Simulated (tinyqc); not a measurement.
Thermal, flicker and telegraph noise of a field-effect transistor. Changing the overdrive V_ov. Computed by tinyqc, a small Python program. Command: `OMP_NUM_THREADS=1 python tinyqc.py 3005941 3005942 out.jsonl noise sweep`. One thread of a shared host (Intel(R) Xeon(R) Processor @ 2.30GHz), about 0.01 s of CPU time with the checks.

Strong inversion, threshold roll-off and channel-length modulation left out; noise sources are uncorrelated and are given as one-sided spectral densities. The drain voltage is 50 mV.

Inputs (values chosen for the exercise, modelled on a high-k silicon transistor):
```
quantity                                   value         unit
width W                                     0.24   micrometre
length L                                      55           nm
electrical oxide thickness t                 2.9           nm
mobility mu                                  120   cm^2/(V s)
oxide trap density N_t                   4.8e+18  1/(eV cm^3)
oxide barrier phi                            2.2           eV
oxide mass m_ox                             0.23          m_0
Coulomb scattering coefficient alpha_sc    11000        V s/C
frequency f                                   20           Hz
temperature T                                200            K
```

Operating region: linear. Flicker model: number with correlated mobility.

Constants: eps_0 = 8.8541878128e-12 F/m; hbar = 1.054571817e-34 J s; m_0 = 9.1093837015e-31 kg; e = 1.602176634e-19 C; k_B = 8.617333262e-05 eV/K; k_B = 1.380649e-23 J/K.

Method:
- C_ox = 3.9 eps_0/t; I = mu C_ox (W/L) V_ov V_D; g_m = I/V_ov; g_d0 = I/V_D.
- Tunnelling length lambda = hbar/(2 sqrt(2 m_ox phi)); flat-band noise S_Vfb = e^2 k_B T lambda N_t/(W L C_ox^2 f). S_I = g_m^2 S_Vfb (1 + alpha_sc mu C_ox I/g_m)^2.
- Thermal: S_I = 4 k_B T g_d0; input-referred S_V = S_I/g_m^2; corner f_c where flicker equals thermal.
- Total input noise from 1 Hz to f_c: sqrt(S_V,thermal [f_c ln(f_c/1 Hz) + f_c - 1 Hz]).

One run for each value; columns: (1) overdrive V_ov (V); (2) input-referred thermal noise (nV/sqrt(Hz)); (3) corner frequency f_c (Hz); (4) flicker S_I/I^2 (1/Hz); (5) g_m (microsiemens):
```
(1)      (2)         (3)         (4)     (5)
0.20  37.645  1.8977e+08  3.3616e-07  31.176
0.25  42.089  1.7051e+08  2.4164e-07  31.176
0.32  47.618  1.5509e+08  1.7171e-07  31.176
0.40  53.238  1.4570e+08  1.2905e-07  31.176
0.50  59.522  1.4014e+08  9.9301e-08  31.176
0.63  66.814  1.3813e+08  7.7679e-08  31.176
0.79  74.818  1.3975e+08  6.2674e-08  31.176
1.00  84.177  1.4531e+08  5.1481e-08  31.176
```

What does the table show?

Over the rows, input-referred thermal noise (nV/sqrt(Hz)) rises from 37.6 to 84.2 (exponent d ln y / d ln x about 0.50 throughout); corner frequency f_c (Hz) goes from 1.90e8 through a minimum among these rows, 1.38e8 at 0.630, to 1.45e8; flicker S_I/I^2 (1/Hz) falls from 3.36e-7 to 5.15e-8 (exponent d ln y / d ln x -1.5 between the first rows and -0.83 between the last).

Caution (all rows): fewer than one trap per decade of time constant is active, so one device shows telegraph steps and the 1/f law is only a mean over many devices.

Extremes, crossings and ranges named in words are read from the listed rows.
